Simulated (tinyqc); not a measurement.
What moves the results: thin-film optics by transfer matrices. A value that a table varies takes the place of the one given here.

Indices N = n + i k. Snell: N0 sin(theta) = N_j sin(theta_j), with Im(N_j cos theta_j) >= 0. Admittance y_j = N_j cos theta_j for s and N_j/cos theta_j for p. Phase delta_j = 2 pi N_j cos theta_j d_j/lambda. Layer matrix [[cos delta, -i sin delta/y], [-i y sin delta, cos delta]], multiplied from the top down to M. (B, C) = M (1, y_sub); r = (y0 B - C)/(y0 B + C), R = |r|^2, T = 4 Re y0 Re y_sub/|y0 B + C|^2, absorbed in the films 1 - R - T.

Ellipsometry: rho = tan(Psi) exp(i Delta) = -conj(r_p/r_s) with the r of the admittance formula, Delta in 0 to 360 degrees, so that a bare dielectric at small angles gives Delta = 180.

Values chosen for the exercise (indices near those of polySi, SiO2 on W; not measured data): lam = 633 nm (vacuum wavelength); n0 = 1 (ambient index); n = (3.9, 1.433, 3.625) (n of polySi, SiO2, substrate); k = (0.041, 0, 2.832) (k in the same order); d = (51.7, 243) nm (thicknesses, top first); theta = 30 degrees (angle of incidence); pol = p (polarisation).

## Swing curve: thickness of the top film

The first entry of d takes the values listed.

Stack:

| d_1 (nm) | R | T | absorbed |
|---|---|---|---|
| 51.7 | 0.5841 | 0.3845 | 0.0314 |
| 65.3 | 0.6038 | 0.3642 | 0.0320 |
| 79.0 | 0.4789 | 0.4745 | 0.0466 |
| 92.6 | 0.1705 | 0.7410 | 0.0885 |
| 106.3 | 0.0790 | 0.8022 | 0.1188 |
| 119.9 | 0.3901 | 0.5201 | 0.0898 |
| 133.5 | 0.5642 | 0.3674 | 0.0685 |
| 147.2 | 0.5839 | 0.3487 | 0.0674 |
| 160.8 | 0.4610 | 0.4475 | 0.0915 |
| 174.4 | 0.1698 | 0.6768 | 0.1534 |
| 188.1 | 0.0859 | 0.7276 | 0.1865 |
| 201.7 | 0.3751 | 0.4876 | 0.1374 |
| 215.4 | 0.5462 | 0.3500 | 0.1038 |

How do the results move?

R swings between 0.0790 and 0.6038 on these points. The period is lambda/(2 Re(N_1 cos theta_1)) = 81.8 nm, six rows. The swing shrinks from 0.5249 in the first period to 0.4980 in the second, as the film absorbs the wave that returns from below. The swing ratio (max - min)/mean is 1.34.

## Angle of incidence

Both polarisations.

Stack:

| theta (degrees) | R_s | R_p | Psi | Delta |
|---|---|---|---|---|
| 0 | 0.7641 | 0.7641 | 45.00 | 180.00 |
| 15 | 0.7483 | 0.7283 | 44.61 | 180.33 |
| 30 | 0.6767 | 0.5841 | 42.89 | 182.34 |
| 45 | 0.4440 | 0.2545 | 37.13 | 190.21 |
| 55 | 0.3376 | 0.0464 | 20.34 | 206.26 |
| 60 | 0.4871 | 0.0093 | 7.89 | 177.36 |
| 65 | 0.6731 | 0.0159 | 8.74 | 101.08 |
| 70 | 0.8059 | 0.0533 | 14.43 | 72.05 |
| 75 | 0.8868 | 0.1210 | 20.27 | 53.16 |
| 80 | 0.9369 | 0.2437 | 27.02 | 35.34 |
| 85 | 0.9715 | 0.4892 | 35.36 | 17.60 |

What can be read from the table?

R_s and R_p agree at normal incidence (0.7641). R_p is lowest at 60 degrees of those listed (0.0093), where R_s = 0.4871; the top face alone would stop reflecting p light at arctan(n/n0) = 75.6 degrees, while the layers and the substrate below set where the minimum falls. R_s does not rise steadily, because the phase thickness of the films changes with the angle.

## Sensitivity of the reflectance

R for both polarisations. Each row changes one parameter from the base and keeps the others.

Results:

| case | R_s | R_p | T_s |
|---|---|---|---|
| base | 0.6767 | 0.5841 | 0.2977 |
| d = (56.7, 243) nm | 0.6959 | 0.6066 | 0.2794 |
| n = (3.978, 1.433, 3.625) | 0.6898 | 0.5992 | 0.2860 |
| k = (0.041, 0, 3.125) | 0.6907 | 0.6009 | 0.2832 |
| lam = 638 nm | 0.6522 | 0.5585 | 0.3215 |
| theta = 35 degrees | 0.6250 | 0.4954 | 0.3486 |

What can be read from the table?

The largest shifts from the base row, up to three for each result and ties (the steps differ in size, so this ranks the rows, not the parameters). R_s: theta -0.0517, lam -0.0245, d +0.0192. R_p: theta -0.0888, lam -0.0256, d +0.0225. T_s: theta +0.0509, lam +0.0238, d -0.0183.

(tinyqc, `OMP_NUM_THREADS=1 python tinyqc.py 1650059 1650060 out.jsonl`, Intel(R) Xeon(R) Processor @ 2.30GHz, 1 thread, shared host, about 0.01 s.)
